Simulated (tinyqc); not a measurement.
# Weibull analysis of times to dielectric breakdown, with area scaling, step by step

tinyqc, about 0.01 s, one thread, Intel Xeon 2.30GHz (shared host): `OMP_NUM_THREADS=1 python tinyqc.py 2070083 2070084 out.jsonl` Printed values are rounded.

Breakdown times follow F(t) = 1 - exp(-(t/t63)^beta). The 8 times below were drawn at random from beta = 2.2, t63 = 4100 s and are treated as data; all samples failed.

Inputs (values chosen for the exercise): area of a test capacitor A1 = 12 um^2; gate area of the product A2 = 2.5e5 um^2; allowed share of failed products Fp = 0.0001.

## Median ranks and the Weibull scale

```
i,t (s)
1,1750
2,2170
3,2340
4,2480
5,4150
6,5210
7,5290
8,7120
```

F_i = (i - 0.3)/(n + 0.4) for the sorted times, W_i = ln(-ln(1 - F_i)).

```
i,F,W,ln t
1,0.083333,-2.44172,7.46737
2,0.202381,-1.48667,7.68248
3,0.321429,-0.94735,7.75791
4,0.440476,-0.54357,7.81601
5,0.559524,-0.19857,8.33086
6,0.678571,0.12661,8.55834
7,0.797619,0.46850,8.57357
8,0.916667,0.91024,8.87066
```

## Straight-line fit

Least squares of W on ln t: beta = sum (x - mean x)(W - mean W)/sum (x - mean x)^2 with x = ln t, and ln t63 = mean x - mean W/beta.

beta = 2.01117
t63 = 4392.95 s

beta is 8.6 % below the value that made the data and t63 7.1 % above it.

## Iteration 1: likelihood estimate of beta

beta at the start = 2

Maximum likelihood: a(beta) = 1/beta with a = sum t^beta ln t/sum t^beta - mean ln t. Newton step: beta(new) = beta - [a - 1/beta]/[v + 1/beta^2], v the variance of ln t under the weights t^beta.

beta after iteration 1 = 2.26285

## Iteration 2: likelihood estimate of beta

As before.

beta after iteration 2 = 2.29386

## Course of the iteration

Stop when beta changes by less than 1e-9, or after 40 iterations.

Course of the iteration:
```
iteration,beta,change
1,2.26285,0.263
2,2.29386,0.0310
3,2.29422,3.57e-4
4,2.29422,4.63e-8
5,2.29422,0
```

Converged in 5 iterations.

## Scale parameter and projection to the product

converged beta = 2.29422

t63 = (mean of t^beta)^(1/beta). Defects are spread at random, so -ln(1 - F) is proportional to the area: t63(A2) = t63 (A1/A2)^(1/beta), and the time to the share Fp is t63(A2) (-ln(1 - Fp))^(1/beta).

t63 = 4330.28 s
t63 of the product = 56.7624 s
time to Fp = 1.02460 s
decades lost against t63 = 3.62596

The straight-line values give 0.321 s for the time to Fp and the values that made the data 0.678 s: with 8 samples beta is uncertain by about 0.78/sqrt(n) = 28 %, and the projection hangs on 1/beta.
